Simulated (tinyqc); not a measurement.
# From one set of inputs to another, one input at a time

Model: electromigration in a confined line: Blech product, Korhonen stress evolution and Black's law. Computed by tinyqc, a small Python program. Command: `OMP_NUM_THREADS=1 python tinyqc.py 3001859 3001860 out.jsonl emigr ladder`. One thread of a shared host (Intel(R) Xeon(R) Processor @ 2.30GHz), about 0.01 s of CPU time with the checks.

The electron wind pushes atoms from the cathode (x = 0) to the anode (x = L); blocking ends build a back stress (tension positive). The input rho is taken not to change with temperature. d sigma/dt = d/dx [kappa (d sigma/dx + G)], with zero flux at both ends and sigma = sigma_0 at t = 0.

The inputs printed are set A. Set A is close to those used for aluminium lines; the values taken over come from a set close to those used for copper lines. Inputs not listed in the table keep their values of set A, so the rows need not describe a real material.

Inputs (values chosen for the exercise, close to those used for aluminium lines):
```
quantity                            value          unit
resistivity rho                      3.67  micro-ohm cm
atomic volume Omega                  16.6    angstrom^3
effective charge number Z*            6.1             -
prefactor D0                        1e-07         m^2/s
activation energy E                 0.685            eV
effective modulus B                    45           GPa
critical stress sigma_c               410           MPa
initial stress sigma_0                 96           MPa
current density j                     4.2       MA/cm^2
line length L                         130            um
test temperature T                    210             C
time as a fraction of L^2/kappa, s   0.58             -
use temperature T_u                   105             C
use current density j_u               1.7       MA/cm^2
current exponent n                      2             -
```

Start: thermal stress.

Constants: e = 1.602176634e-19 C; k_B = 8.617333262e-05 eV/K; k_B = 1.380649e-23 J/K.

Method:
- G = Z* e rho j/Omega; D = D0 exp(-E/(k_B T)); kappa = D B Omega/(k_B T); drift velocity of an unconfined line v = D Z* e rho j/(k_B T). SI: 1 micro-ohm cm = 1e-8 ohm m, 1 MA/cm^2 = 1e10 A/m^2.
- Temperatures in kelvin are T(C) + 273.15.
- At steady state sigma(x) = sigma_0 + G (L/2 - x). A void forms only if the cathode stress reaches sigma_c, that is if j L exceeds (j L)_c = 2 Omega (sigma_c - sigma_0)/(Z* e rho). Time scale tau = L^2/kappa.
- sigma(x, t) = sigma_0 + G L [1/2 - x/L - 4 sum_(m odd) cos(m pi x/L) exp(-m^2 pi^2 s)/(m pi)^2], s = t/tau, summed to m = 399.
- The terms at x = 0 are 4 exp(-m^2 pi^2 s)/(m pi)^2; tau = L^2/kappa.
- Median life t50 = A j^(-n) exp(E/(k_B T)); acceleration factor = t50(use)/t50(test) = (j/j_u)^n exp[(E/k_B)(1/T_u - 1/T)].

Each row keeps all changes above it:
```
input moved                                                from              to    tau (h)  cathode stress at time s (MPa)  acceleration factor
set A                                                         -               -  5.858e+00                            5979                  588
test temperature T (C)                                      210             270  1.070e+00                            5979                 3622
prefactor D0 (m^2/s) and activation energy E (eV)  1e-07, 0.685  7.4e-08, 0.918  2.099e+02                            5979                31789
current density j (MA/cm^2)                                 4.2             1.6  2.099e+02                            2337                 4613
effective charge number Z*                                  6.1             1.8  2.099e+02                             757                 4613
critical stress sigma_c (MPa)                               410             110  2.099e+02                             757                 4613
effective modulus B (GPa)                                    45              26  3.633e+02                             757                 4613
```

tau goes from 5.86 to 363, a factor 62.0 in all. The largest single move comes from prefactor D0 with activation energy E (a factor 196), and test temperature T works against it (a factor 0.183). Cathode stress at time s goes from 5980 to 757, a factor 0.127 in all. The largest single move comes from effective charge number Z* (a factor 0.324). Acceleration factor goes from 588 to 4610, a factor 7.84 in all. The largest single move comes from prefactor D0 with activation energy E (a factor 8.78), and current density j works against it (a factor 0.145). The single moves hold for this order of the switches; the total does not depend on the order.

Caution (all rows): the stress exceeds sigma_c: a void would already have formed and relaxed it, so the value is formal.

Extremes, crossings and ranges named in words are read from the listed rows.
